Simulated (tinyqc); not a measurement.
Inside a calculation. Model: input admittance of a MOSFET at zero drain bias: distributed channel and distributed gate.

Numbers from tinyqc (`OMP_NUM_THREADS=1 python tinyqc.py 2262166 2262167 out.jsonl`; about 0.01 s on one thread of a shared Intel Xeon 2.30GHz). Printed values are rounded.

Source and drain grounded, strong inversion, w = 2 pi f, Cox = eps0 eox/tox. The channel is an RC line of resistance 1/(mu Cox Vo) per square fed from both ends, so one finger has the intrinsic admittance y = i w Cox L tanh(g)/g per width, g = (1/2) sqrt(i w tau), tau = L^2/(mu Vo). The vertical resistance rv/L is in series with y, the overlaps 2 i w Cov in parallel: y_t = 1/(1/y + rv/L) + 2 i w Cov. The gate strip is a line of Rsh/L per length loaded by y_t, so a finger has Y = y_t Wf tanh(k)/k, k = (Wf/sd) sqrt(y_t Rsh/L); the device has Nf Y.

Parameters, values chosen for the exercise; values of the order met in silicon radio-frequency transistors:
- eox = 7.6 (relative permittivity of the gate insulator (close to silicon nitride))
- tox = 7 nm (insulator thickness)
- L = 0.29 um (channel length)
- Wf = 9 um (finger width)
- Nf = 4 (number of fingers)
- mu = 300 cm^2/(V s) (channel mobility)
- Vo = 0.42 V (gate overdrive)
- Rsh = 6.6 ohm/square (sheet resistance of the gate)
- rv = 0 ohm um^2 (vertical resistivity of the gate stack)
- sd = 2 (number of ends at which a finger is contacted)
- Cov = 0.32 fF/um (overlap and fringe capacitance on each side)
- f = 27 GHz (frequency)

Constants: eps0 = 8.8541878128e-14 F/cm where lengths are in cm. Results are converted to the units shown.

## Low-frequency resistances and capacitance

Low-frequency limits, with c = Cox L and ct = c + 2 Cov: R_strip = Rsh Wf/(3 sd^2 L Nf), R_ch = (c/ct)^2 L/(12 mu Cox Vo Wf Nf), R_vert = (c/ct)^2 rv/(L Wf Nf), C = ct Wf Nf.

parts (ohm): strip 4.26724, channel 3.66583, vertical 0
sum = 7.93307 ohm
C = 123.401 fF
1/(2 pi R C) = 162.577 GHz

The strip term is the largest, 53.8 % of the sum.

## Admittance of the channel and stack per width

tau, g, c = Cox L, y and y_t as defined.

tau = 6.67460 ps
g = 0.376218+0.376218i
c = 2.78780 fF/um
y = 44.055+467.952i uS/um
y_t = 44.055+576.526i uS/um

w tau = 1.13, and Im y is 0.989 of w c.

## Input impedance of the device

k and Y as defined; Z = 1/(Nf Y) = R + 1/(i w C); Q = |Im Z|/R; signal at the point farthest from a contact |1/cosh k|.

k = 0.378667+0.350835i
Nf Y = 3.3495+20.2904i mS
R = 7.91997 ohm
C = 122.864 fF
Q = 6.05771
signal at the far point = 0.984252

R is 0.17 % below its low-frequency limit and C is 0.44 % below its own.
